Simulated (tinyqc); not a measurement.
Rayleigh-quotient iteration on a symmetric matrix, step by step. Computed by tinyqc, a small Python program that keeps every step. Settings: method = rayleigh, shift = -0.47. Command: `OMP_NUM_THREADS=1 python tinyqc.py 26442 26443 out.jsonl` (the two numbers bound the seeds that draw the settings). One thread of a shared host (Intel(R) Xeon(R) Processor @ 2.60GHz), about 0.01 s of CPU time with the checks.

## Step 1

A:
```
          1         2         3        4         5
1   0.20200  -0.20100  -0.09200  0.39600  -0.05200
2  -0.20100   1.36500   0.71300  0.59100   0.21700
3  -0.09200   0.71300   1.75200  0.40000   0.27800
4   0.39600   0.59100   0.40000  1.79200   0.50900
5  -0.05200   0.21700   0.27800  0.50900   2.06400
```

vector v at the start: 0.44721  0.44721  0.44721  0.44721  0.44721

shift = -0.47000

solve (A - shift) w = v; v' = w/|w| with its largest component positive (the first on a tie); lambda = v'^T A v'; the next shift is lambda.

vector after step 1: 0.91284  0.31656  0.14983  -0.09510  0.18712

Rayleigh quotient after step 1 = 0.24890

## Step 2

As before.

vector after step 2: 0.90091  0.26815  -0.02013  -0.33447  0.06464

Rayleigh quotient after step 2 = 0.00989

## Step 3

As before.

vector after step 3: 0.91306  0.25662  0.00259  -0.30866  0.07205

Rayleigh quotient after step 3 = 0.00724

## Course of the iteration

Stop when the residual |A v - lambda v| is below 1e-9.

Steps:

| step | lambda | residual |
|---|---|---|
| 1 | 0.2488958 | 8.23e-01 |
| 2 | 0.0098874 | 8.01e-02 |
| 3 | 0.0072437 | 1.03e-04 |
| 4 | 0.0072437 | 8.70e-13 |

all eigenvalues, for comparison: 0.00724  0.81378  1.43112  1.81481  3.10804

Converged in 4 steps.
